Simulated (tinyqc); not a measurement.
Planar ballistic transistor, top-of-the-barrier model: course of the iteration: self-consistent potential at the barrier top.

At the top of the source barrier, states moving towards the drain are filled by the source (Fermi level 0) and states moving back by the drain (Fermi level -q Vd); nothing scatters. U is the shift of the band edge there, set by the capacitances CG, CD and CS (the total) and by the charge. Parabolic two-dimensional band; the source is grounded.

eta1 = -(E0 + U)/Vt, eta2 = eta1 - Vd/Vt, n = (N0/2)[F_0(eta1) + F_0(eta2)], F_0(x) = ln(1 + exp x). U(out) = UL + q (n - n0)/CS. U(new) = U(out).

Stop when U changes by less than 1e-9 eV, or after 25 iterations.

Values chosen for this exercise; mass and valleys close to those of silicon (two valleys): temperature T = 300 K; band edge at the barrier top above the source Fermi level at zero bias E0 = 0.2 eV; drain voltage Vd = 0.1 V.

Constants: q = 1.602176634e-19 C, kB = 1.380649e-23 J/K, Vt = kB T/q. Results are converted to the units shown.

U at the start (U = UL) = -0.4564 eV
N0 = 4.14689e12 cm^-2
CS = 2.73119 uF/cm^2
n0 = 1.81040e9 cm^-2
UL = -0.4564 eV

Course of the iteration:
```
iteration     U (eV)  |change| (eV)
1            1.48600           1.94
2          -0.456506           1.94
3            1.48699           1.94
4          -0.456506           1.94
5            1.48699           1.94
6          -0.456506           1.94
7            1.48699           1.94
8          -0.456506           1.94
9            1.48699           1.94
...              ...            ...
17           1.48699           1.94
18         -0.456506           1.94
19           1.48699           1.94
20         -0.456506           1.94
21           1.48699           1.94
22         -0.456506           1.94
23           1.48699           1.94
24         -0.456506           1.94
25           1.48699           1.94
```

Did this iteration meet its convergence test, and what does its course show?

No. Not converged within 25 iterations. The value swings between -0.4565 and 1.487 for good. At the solution, U = -0.2388 eV, the quantum capacitance is 4.25 times CS, and dU(out)/dU = -CQ/CS: its size exceeds one, so plain substitution overshoots further each time near the root. A rerun with Newton steps converges in 6 iterations.

Numbers from tinyqc (`OMP_NUM_THREADS=1 python tinyqc.py 2400059 2400060 out.jsonl`; about 0.01 s on one thread of a shared Intel Xeon 2.30GHz).
